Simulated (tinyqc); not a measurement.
Threshold-voltage variability of a planar MOSFET, analytic estimates: a gate of 4 grains.

Three independent sources add in quadrature: random dopants in the depleted layer, metal-gate grains of two orientations, and roughness of the two gate edges acting through the roll-off VT = VT(long) - Vr exp(-L/l). These are first-order estimates: no three-dimensional electrostatics, no percolation.

Each of 4 equal grains has the higher work function with probability p; the threshold shift is dW (j/4 - p) for j such grains, and the off current changes by exp(-shift/(n Vt)).

Inputs (values chosen for the exercise); material values close to those of silicon: temperature T = 300 K; work-function difference of the two grain orientations dW = 0.2 eV; share of the orientation of higher work function p = 0.6; subthreshold factor n = 1.28.

Constants: q = 1.602176634e-19 C, kB = 1.380649e-23 J/K, Vt = kB T/q. Results are converted to the units shown.

Distribution:
```
j,probability,shift (mV),Ioff factor,probability x factor
0,0.02560,-120.0,37.58,0.9620
1,0.1536,-70.0,8.293,1.274
2,0.3456,-20.0,1.830,0.6325
3,0.3456,30.0,0.4039,0.1396
4,0.1296,80.0,0.08913,0.01155
```

The standard deviation is dW sqrt(p (1 - p)/4) = 49.0 mV. The mean off current is 3.02 times the nominal one; the log-normal formula exp(s^2/(2 (n Vt)^2)) gives 2.99. Devices with j = 1, 15 % of all, carry 42 % of the mean leakage.

Numbers from tinyqc (`OMP_NUM_THREADS=1 python tinyqc.py 2090123 2090124 out.jsonl`; about 0.01 s on one thread of a shared Intel Xeon 2.30GHz).
